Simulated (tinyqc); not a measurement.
# Changing the process gas flow

Model: gas flow in a process chamber: flow regimes, conductance, effective pumping speed, pump-down, outgassing and purge. Computed by tinyqc, a small Python program. Command: `OMP_NUM_THREADS=1 python tinyqc.py 3120278 3120279 out.jsonl pump sweep`. One thread of a shared host (Intel(R) Xeon(R) Processor @ 2.30GHz), about 0.01 s of CPU time with the checks.

Ideal gas, isothermal flow, a pump of constant speed at the end of a round pipe; process gas, volume gas and outgassing are given the same properties. 1 sccm = 101325 Pa x 1e-6 m^3/60 s x T/273.15 K.

Inputs (values chosen for the exercise, modelled on oxygen near room temperature):

| quantity | value | unit |
|---|---|---|
| molar mass M | 32 | g/mol |
| molecular diameter | 0.36 | nm |
| viscosity eta | 20.6 | micropascal s |
| temperature T | 350 | K |
| chamber volume V | 6.3 | L |
| pipe diameter d | 2.5 | cm |
| pipe length l | 290 | cm |
| pump speed S | 2.7 | L/s |

Constants: k_B = 1.380649e-23 J/K; u = 1.6605390666e-27 kg.

Method:
- Mean speed c = sqrt(8 k_B T/(pi m)); aperture conductance C_a = c pi d^2/16; molecular pipe C_m = C_a/(1 + 3 l/(4 d)) (Dushman form); viscous pipe C_v = pi d^4 p_mean/(128 eta l); Knudsen interpolation C = C_v + C_m (1 + x)/(1 + 1.24 x), x = d p_mean sqrt(m/(k_B T))/eta.
- Effective speed 1/S_eff = 1/S + 1/C_m; time constant V/S_eff; pressure at which the free path k_B T/(sqrt2 pi d_m^2 p) equals d.
- Steady flow: the pump inlet is at p_2 = Q/S, and the chamber pressure p_1 solves Q = C((p_1 + p_2)/2) (p_1 - p_2). Residence time = p_1 V/Q.
- Knudsen number = free path at the mean pressure over d.

One run for each value:

| process gas flow (sccm) | chamber pressure p_1 (Pa) | conductance C (L/s) | Knudsen number | residence time (s) |
|---|---|---|---|---|
| 0.1 | 4.1873e-01 | 6.3909e-01 | 1.3458e+00 | 12.191 |
| 0.3 | 1.1890e+00 | 6.8434e-01 | 4.6968e-01 | 11.539 |
| 1 | 3.2632e+00 | 8.7900e-01 | 1.6518e-01 | 9.501 |
| 3 | 7.3027e+00 | 1.3253e+00 | 6.9165e-02 | 7.087 |
| 10 | 1.6605e+01 | 2.5188e+00 | 2.7270e-02 | 4.835 |
| 30 | 3.6131e+01 | 5.3705e+00 | 1.1157e-02 | 3.506 |
| 100 | 9.4972e+01 | 1.4593e+01 | 3.8340e-03 | 2.765 |
| 300 | 2.5649e+02 | 4.0416e+01 | 1.3511e-03 | 2.489 |
| 1000 | 8.1802e+02 | 1.3049e+02 | 4.1457e-04 | 2.382 |
| 3000 | 2.4210e+03 | 3.8774e+02 | 1.3914e-04 | 2.350 |
| 10000 | 8.0312e+03 | 1.2881e+03 | 4.1843e-05 | 2.338 |

Over the rows, chamber pressure p_1 (Pa) rises from 0.419 to 8030 (exponent d ln y / d ln x between 0.68 and 1.00); conductance C (L/s) rises from 0.639 to 1290 (exponent d ln y / d ln x 0.062 between the first rows and 1.00 between the last); Knudsen number falls from 1.35 to 4.18e-5 (exponent d ln y / d ln x between -1.00 and -0.77). At the high end the exponent of chamber pressure p_1 is 1.00, close to 1: constant speed and conductance.

Extremes, crossings and ranges named in words are read from the listed rows.
